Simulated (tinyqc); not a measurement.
# Frequency dispersion of an accumulation capacitance by border traps, distributed model: effects of single changes

Traps spread evenly through the insulator exchange electrons with the semiconductor by tunnelling, with tau(x) = t0 exp(2 ka x) at depth x from the interface. The admittance per area Y seen at depth x obeys dY/dx = -Y^2/(i w eps0 eox) + q Nb ln(1 + i w tau)/tau, with Y(0) = i w Cs and w = 2 pi f; the gate sees Y(tox) = G + i w C. Working variable y = Y/(i w), in uF/cm^2. Cox = eps0 eox/tox.

Parameters, values chosen for the exercise; permittivity close to that of silicon dioxide:
```
symbol   value         unit                                               meaning
eox       3.98                             relative permittivity of the insulator
tox        5.7           nm                                   insulator thickness
Cs         2.9      uF/cm^2             semiconductor capacitance in accumulation
Nb      8.3e18  cm^-3 eV^-1                               density of border traps
ka         6.3         1/nm  decay constant of the wave function in the insulator
t0       2e-11            s              time constant of a trap at the interface
f          1e5           Hz                                             frequency
```

Constants: q = 1.602176634e-19 C, eps0 = 8.8541878128e-14 F/cm where lengths are in cm. Results are converted to the units shown.

Each table varies one quantity; the others keep the values above.

## Capacitance and loss against frequency

Cox; trap-free value 1/(1/Cox + 1/Cs); response depth d = ln(1/(w t0))/(2 ka), where w tau = 1; lumped estimate: all traps within d act as C_bt = q Nb d placed at d/2, so C = 1/{1/[1/(1/Cs + d/(2 eps0 eox)) + C_bt] + (tox - d/2)/(eps0 eox)}. C and G from a fine integration; dispersion -d C/d log10 f over C, from f times and over 1.1. For a broad spread of time constants G/w is close to -(pi/2) dC/d ln w.

The same in every row: trap-free C (uF/cm^2) = 0.5096.

Capacitance and loss against frequency:
```
f (Hz)  d (nm)  C (uF/cm^2)  G/w (uF/cm^2)  dispersion (% a decade)  -(pi/2) dC/d ln w (uF/cm^2)  lumped C (uF/cm^2)
10       1.627       0.5297       0.002658                   0.7349                     0.002656              0.5267
100      1.444       0.5260       0.002360                   0.6571                     0.002358              0.5236
1000     1.261       0.5228       0.002079                   0.5822                     0.002076              0.5208
10000    1.078       0.5199       0.001813                   0.5104                     0.001810              0.5184
1e5     0.8956       0.5174       0.001563                   0.4421                     0.001561              0.5162
1e6     0.7128       0.5153       0.001330                   0.3776                     0.001327              0.5143
1e7     0.5301       0.5135       0.001113                   0.3170                     0.001111              0.5128
```

Read the table: what changes, and by how much?

C falls from 0.5297 to 0.5135 uF/cm^2, towards the trap-free 0.5096; each decade of frequency removes ln 10/(2 ka) = 0.183 nm from the response depth. The dispersion falls from 0.735 to 0.317 % a decade and G/w falls from 0.00266 to 0.00111 uF/cm^2. G/w stays at 1.00 times -(pi/2) dC/d ln w, the relation for a broad spread of time constants.

## Effect of the density of border traps

Same model as above.

The same in every row: d (nm) = 0.8956; trap-free C (uF/cm^2) = 0.5096.

Result of one run:
```
Nb (cm^-3 eV^-1)  C (uF/cm^2)  G/w (uF/cm^2)  dispersion (% a decade)  -(pi/2) dC/d ln w (uF/cm^2)  lumped C (uF/cm^2)
6e18                   0.5153       0.001151                   0.3267                     0.001149              0.5144
```

What becomes of these results when the density of border traps Nb is changed from 6e18 to 3e19 cm^-3 eV^-1, all else the same?

Result of the changed run:
```
Nb (cm^-3 eV^-1)  C (uF/cm^2)  G/w (uF/cm^2)  dispersion (% a decade)  -(pi/2) dC/d ln w (uF/cm^2)  lumped C (uF/cm^2)
3e19                   0.5354       0.004814                    1.317                     0.004810              0.5312
```

The whole series:
```
Nb (cm^-3 eV^-1)  C (uF/cm^2)  G/w (uF/cm^2)  dispersion (% a decade)  -(pi/2) dC/d ln w (uF/cm^2)  lumped C (uF/cm^2)
1e18                   0.5106       1.996e-4                  0.05719                     1.992e-4              0.5104
2e18                   0.5115       3.960e-4                   0.1133                     3.952e-4              0.5112
6e18                   0.5153       0.001151                   0.3267                     0.001149              0.5144
1e19                   0.5190       0.001859                   0.5242                     0.001856              0.5175
3e19                   0.5354       0.004814                    1.317                     0.004810              0.5312
7e19                   0.5611       0.008713                    2.275                     0.008710              0.5523
2e20                   0.6102        0.01378                    3.305                      0.01376              0.5914
4e20                   0.6455        0.01575                    3.567                      0.01571              0.6182
```

As Nb goes from 1e18 to 4e20, C rises from 0.511 to 0.645 uF/cm^2, the dispersion rises from 0.0572 to 3.57 % a decade and G/w rises from 2.00e-4 to 0.0158 uF/cm^2. The lumped estimate is 0.030 % below C in the first row and 4.2 % below it in the last. The dispersion goes as Nb^(0.99) between the first two rows and Nb^(0.11) between the last two: dense traps near the interface screen those behind them.

tinyqc, about 0.4 s, one thread, Intel Xeon 2.30GHz (shared host): `OMP_NUM_THREADS=1 python tinyqc.py 2202016 2202017 out.jsonl`
